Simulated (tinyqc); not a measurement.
Worked calculation: the 3-omega method: a line heater on a substrate with a thin film. Computed by tinyqc, a small Python program that keeps every step. Command: `OMP_NUM_THREADS=1 python tinyqc.py 3015027 3015028 out.jsonl threeomega walk`. One thread of a shared host (Intel(R) Xeon(R) Processor @ 2.30GHz), about 0.01 s of CPU time with the checks. Intermediate numbers are printed to about 6 digits and carried at full precision; extremes and crossings named in words are read from the listed rows.

A current at angular frequency omega = 2 pi f heats the line at 2 omega with the amplitude P per length; the temperature swing Delta T at 2 omega gives a voltage at 3 omega. The substrate is taken as semi-infinite and isotropic, and the heat capacity of heater and film is left out.

Inputs (values chosen for the exercise, modelled on polycrystalline aluminium nitride on silicon): substrate conductivity kappa = 154 W/(m K); substrate heat capacity C = 1.63 1e6 J/(m^3 K); heater half-width b = 4.9 micrometre; power amplitude per length P = 36 W/m; current frequency f = 38 Hz; film thickness t = 740 nm; film conductivity kappa_f = 27 W/(m K); interface resistance R_i = 24 m^2 K/GW; substrate thickness d_s = 725 micrometre; temperature coefficient of resistance beta = 1.8 1e-3/K; voltage amplitude V_1 = 2.7 V.

## Penetration depth

D = kappa/C; q = sqrt(2 i omega/D); penetration depth 1/|q| = sqrt(D/(2 omega)).

diffusivity D = 94.4785 mm^2/s

penetration depth = 444.805 micrometre

|q| b = 0.0110161

penetration depth / d_s = 0.613524

Caution: the penetration depth exceeds a fifth of the substrate thickness, so the back face is felt and the semi-infinite formula fails.

## Temperature swing of the bare substrate

Delta T_s = (P/(pi kappa)) int_0^infinity (sin x/x)^2 / sqrt(x^2 + (q b)^2) dx with (q b)^2 = i |q b|^2, averaged over the heater width (12 Gauss-Legendre points on each of the pieces 0, 14 log-spaced edges from 1e-5 to 1, and multiples of pi to 40 pi; the tail adds 1/(4 (40 pi)^2)). For |q| b much below 1: Delta T_s = (P/(pi kappa)) [-ln(|q| b) + eta - i pi/4], eta = 3/2 - C_E = 0.92278, with Euler's C_E = 0.5772157.

in-phase Delta T_s = 0.404136 K

out-of-phase Delta T_s = -0.0584333 K

in-phase, narrow-line form = 0.404135 K

out-of-phase, narrow-line form = -0.0584416 K

The narrow-line form misses the in-phase part by 0.00 % and the out-of-phase part by 0.0 % at |q| b = 0.011.

## The film adds a constant step

One-dimensional flow across the film: Delta T_f = P (t/kappa_f + R_i)/(2 b); total in-phase swing Delta T = Delta T_s + Delta T_f; third-harmonic amplitude V_3 = V_1 beta |Delta T|/2 with the out-of-phase part included; the apparent film conductivity is t/(t/kappa_f + R_i).

Delta T_f = 0.188844 K

total in-phase swing = 0.592980 K

V_3 = 1.44792 mV

apparent film conductivity = 14.3948 W/(m K)

film share of the in-phase swing = 0.318465

The interface lowers the apparent conductivity by 47 %. The film gives a large part of the signal. Caution: the film does not conduct much worse than the substrate, so heat spreads in it and the one-dimensional step is only approximate, and wrong once kappa_f nears or exceeds kappa.

## Conductivity from the slope

Take the in-phase swing at f and at 2f; in the narrow-line limit kappa = P ln 2/(2 pi [Delta T(f) - Delta T(2f)]), whatever the film and the heater width.

in-phase Delta T_s at 2f = 0.378349 K

kappa from the slope = 154.007 W/(m K)

error of the slope method = 0.00458255 %

## The window of frequencies

The slope value uses each f and 2f: kappa = P ln 2/(2 pi [Delta T(f) - Delta T(2f)]).

Bare substrate; columns: (1) f (Hz); (2) penetration depth (micrometre); (3) |q| b; (4) in-phase (K); (5) out-of-phase (K); (6) narrow-line form (K); (7) kappa from the slope (W/(m K)):
```
(1)            (2)         (3)        (4)          (5)         (6)      (7)
3.1        1557.33  0.00314641   0.497378   -0.0584407    0.497378  154.001
31         492.471  0.00994982   0.411711   -0.0584347    0.411710  154.006
310        155.733   0.0314641   0.326052   -0.0583867    0.326042  154.058
1600       68.5491   0.0714816   0.265031   -0.0582106    0.264982  154.296
6300       34.5455    0.141842   0.214185   -0.0577028    0.213991  155.154
31000      15.5733    0.314641   0.155641   -0.0557773    0.154707  159.515
130000     7.60484    0.644327   0.105042   -0.0508409    0.101371  175.852
630000     3.45455     1.41842  0.0571272   -0.0388556   0.0426549  249.229
3.10e+06   1.55733     3.14641  0.0262871   -0.0225103  -0.0166290  514.866
1.90e+07  0.629050     7.78953  0.0106103  -0.00999708  -0.0840831  1277.95
```

The slope gives kappa within 1 % up to |q| b = 0.14 (f = 6300 Hz) among these rows. The penetration depth stays under d_s/5 = 145 micrometre from f = 1600 Hz up, so a usable window lies between the two. At high f the flow turns one-dimensional: in-phase and out-of-phase parts become equal in size (ratio 0.94 in the last row) and fall as f^(-1/2) (exponent -0.50).

Checks made by the program: narrow-line limit at |q| b = 0.002 (relative difference 7e-07).
